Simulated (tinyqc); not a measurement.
sp3s* tight binding with spin-orbit coupling, step by step. Values are carried at full precision from step to step, so a last printed digit may differ when a step is redone from the rounded ones.

sp3s* tight binding, nearest neighbours only: anion (a) at 0, cation (c) at a/4 (1,1,1), orbitals s, px, py, pz, s* on each; k in units of 2 pi/a. With phases e_j = exp(i (pi/2) k.n_j) for n = (1,1,1), (1,-1,-1), (-1,1,-1), (-1,-1,1): g0 = (e1+e2+e3+e4)/4, g1 = (e1+e2-e3-e4)/4, g2 = (e1-e2+e3-e4)/4, g3 = (e1-e2-e3+e4)/4. The diagonal holds the levels Esa, Epa, Exa (s*) and Esc, Epc, Exc. Anion-cation block: <sa|sc> = Vss g0; <sa|xc> = Vsapc g1; <xa|sc> = -Vscpa g1; <xa|xc> = Vxx g0; <xa|yc> = <ya|xc> = Vxy g3, <xa|zc> = <za|xc> = Vxy g2, <ya|zc> = <za|yc> = Vxy g1; <s*a|xc> = Vxapc g1; <xa|s*c> = -Vpaxc g1; y and z take g2 and g3 in place of g1; s-s* and s*-s* vanish.

Constants: hbar^2/2m0 = 3.80998211 eV angstrom^2.

Parameters, chosen for this exercise (near a published set for SiC, fitted to gaps, whose masses and valley positions are rough; spin-orbit coupling, where it is added without a refit, lifts the valence top and shrinks all gaps by about a third of the splitting; the results hold for these values, not for the real material): k = (0.39, 0.39, 0.39) 2 pi/a (wave vector); Esa = -8.346 eV (s level of the anion); Epa = 2.122 eV (p level of the anion); Esc = -4.848 eV (s level of the cation); Epc = 4.347 eV (p level of the cation); Exa = 9.548 eV (s* level of the anion); Exc = 9.383 eV (s* level of the cation); Vss = -12.594 eV (s-s); Vxx = 3.006 eV (px-px); Vxy = 5.943 eV (px-py); Vsapc = 9.454 eV (s anion, p cation); Vscpa = 9.166 eV (s cation, p anion); Vxapc = 8.624 eV (s* anion, p cation); Vpaxc = 4.384 eV (p anion, s* cation); Da = 0.006 eV (atomic spin-orbit splitting, anion); Dc = 0.045 eV (the same, cation); a = 4.362 angstrom (lattice constant).

## Phase sums

Form g0 to g3 at this k.

g0, g1, g2, g3: [0.54764-0.19011i, -0.27051+0.38489i, -0.27051+0.38489i, -0.27051+0.38489i]

## The Hamiltonian without spin-orbit coupling

Fill in the 10 x 10 matrix.

H(k) (eV), rows sa, xa, ya, za, s*a, sc, xc, yc, zc, s*c and columns alike:
```
[[-8.3460, 0, 0, 0, 0, -6.8970+2.3943i, -2.5574+3.6388i, -2.5574+3.6388i, -2.5574+3.6388i, 0],
 [0, 2.1220, 0, 0, 0, 2.4795-3.5279i, 1.6462-0.5715i, -1.6076+2.2874i, -1.6076+2.2874i, 1.1859-1.6874i],
 [0, 0, 2.1220, 0, 0, 2.4795-3.5279i, -1.6076+2.2874i, 1.6462-0.5715i, -1.6076+2.2874i, 1.1859-1.6874i],
 [0, 0, 0, 2.1220, 0, 2.4795-3.5279i, -1.6076+2.2874i, -1.6076+2.2874i, 1.6462-0.5715i, 1.1859-1.6874i],
 [0, 0, 0, 0, 9.5480, 0, -2.3328+3.3193i, -2.3328+3.3193i, -2.3328+3.3193i, 0],
 [-6.8970-2.3943i, 2.4795+3.5279i, 2.4795+3.5279i, 2.4795+3.5279i, 0, -4.8480, 0, 0, 0, 0],
 [-2.5574-3.6388i, 1.6462+0.5715i, -1.6076-2.2874i, -1.6076-2.2874i, -2.3328-3.3193i, 0, 4.3470, 0, 0, 0],
 [-2.5574-3.6388i, -1.6076-2.2874i, 1.6462+0.5715i, -1.6076-2.2874i, -2.3328-3.3193i, 0, 0, 4.3470, 0, 0],
 [-2.5574-3.6388i, -1.6076-2.2874i, -1.6076-2.2874i, 1.6462+0.5715i, -2.3328-3.3193i, 0, 0, 0, 4.3470, 0],
 [0, 1.1859+1.6874i, 1.1859+1.6874i, 1.1859+1.6874i, 0, 0, 0, 0, 0, 9.3830]]
```

## Levels at this k

Diagonalise H, which belongs to k = (0.39, 0.39, 0.39) (2 pi/a). Four bands are filled (two electrons each); give the make-up of band 5, the lowest empty one.

levels (eV): [-16.6905, -8.5516, -1.2375, -1.2375, 3.7237, 6.1229, 7.7065, 7.7065, 11.5772, 16.0243]

weights of band 5: s 0.240, p 0.337, s* 0.422

weight of band 5 on atom a = 0.653

The vertical gap at this k is 4.9611 eV; band 5 is mostly s*-like.

## Levels at Gamma

Spin-orbit coupling acts within the p shell of each atom as (D/3) L.sigma, D = Da or Dc: it puts four states at Ep + D/3 and two at Ep - 2D/3.

At k = 0 only g0 = 1 is left and H falls into 2 x 2 blocks [[E_a, V], [V, E_c]] with roots (E_a + E_c)/2 -/+ sqrt(((E_a - E_c)/2)^2 + V^2); the s* levels stay uncoupled. The direct gap runs from the highest lower root of the p blocks to the lowest upper root.

Blocks at Gamma (eV):
```
block               E_a      E_c         V  lower root  upper root
s (Gamma6)      -8.3460  -4.8480  -12.5940    -19.3119      6.1179
p 3/2 (Gamma8)   2.1240   4.3620    3.0060      0.0355      6.4505
p 1/2 (Gamma7)   2.1180   4.3170    3.0060      0.0167      6.4183
```

direct gap at Gamma = 6.0824 eV

The lowest empty level at Gamma is s-like. The split-off band lies 0.0187 eV below the top, between Dc = 0.045 and Da = 0.006 eV, weighted by where the valence p state sits.

## Bands near the gap

Diagonalise at L = (1/2,1/2,1/2), X = (1,0,0), W = (1,1/2,0), K = (3/4,3/4,0) and at the fractions named between them; energies from the top of the valence band at Gamma; the matrix is 20 x 20 and 8 levels are filled.

Levels (eV):
```
k        level 3  level 5  level 7  level 8  level 9  level 10  level 11
L         -9.676   -1.419   -1.405   -1.405    3.567     3.567     5.883
L-G 0.5   -5.272   -0.778   -0.765   -0.765    4.325     4.325     6.611
G         -0.019    0.000    0.000    0.000    6.082     6.082     6.383
G-X 0.2   -1.393   -0.382   -0.371   -0.371    5.356     5.356     6.539
G-X 0.4   -4.212   -1.206   -1.195   -1.195    3.999     3.999     6.626
G-X 0.6   -7.232   -2.048   -2.038   -2.038    3.013     3.013     6.163
G-X 0.7   -8.653   -2.386   -2.376   -2.376    2.692     2.692     5.878
G-X 0.8   -9.951   -2.641   -2.631   -2.631    2.478     2.478     5.628
G-X 0.9  -11.019   -2.799   -2.789   -2.789    2.359     2.359     5.457
X        -11.511   -2.852   -2.842   -2.842    2.321     2.321     5.396
W        -11.512   -2.858   -2.843   -2.841    2.316     2.326     5.395
K        -11.232   -3.066   -2.425   -2.425    2.414     2.421     5.432
K-G 0.5   -6.476   -1.862   -0.869   -0.869    3.933     3.942     6.103
```

On these points the lowest empty level is lowest at W, 2.316 eV above the top. The band is nearly flat from X to W in this model, an artefact of nearest-neighbour coupling.

## Valleys and masses

The lowest conduction level (mean of the pair) at Gamma, at its minimum on (x,0,0) for x from 0.5 to 1, and at the point L (L, and X where the search ends there, need not be minima in this model; a zero or negative inverse mass shows it). Inverse masses m0/m = (E(+h) + E(-h) - 2 E)/(2 c q^2) with c = hbar^2/2m0, q = h 2 pi/a, h = 0.002; longitudinal along the valley axis ([100] at Gamma and Delta, [111] at L), transverse along [010] or [1-10]. A dash: the next level lies within 0.15 eV, so a single mass has no use there.

Valleys:
```
valley  x (2 pi/a)  E - Ev (eV)  m0/m_l  m0/m_t
Gamma       0.0000       6.0824    1.14    1.14
Delta       1.0000       2.3210    0.47    0.00
L           0.5000       3.5669    0.39   -1.04
```

Of these three the lowest is the Delta line, which makes the gap indirect, 2.3210 eV. A negative value marks a point that is no minimum along that axis. At Delta m0/m_t is 0.00. This nearest-neighbour model is fitted to gaps: it places the Delta minimum and the masses at Delta and L only roughly (transverse masses can be several times too heavy), and since its bands are flat from X to W the transverse mass grows too heavy towards X; d orbitals or second neighbours cure this.

## Checks

- Direct gap at Gamma from the blocks against the full matrix: both 6.08239.

Program tinyqc; command `OMP_NUM_THREADS=1 python tinyqc.py 1451345 1451346 out.jsonl`; about 0.1 s on one thread of a shared Intel(R) Xeon(R) Processor @ 2.30GHz.
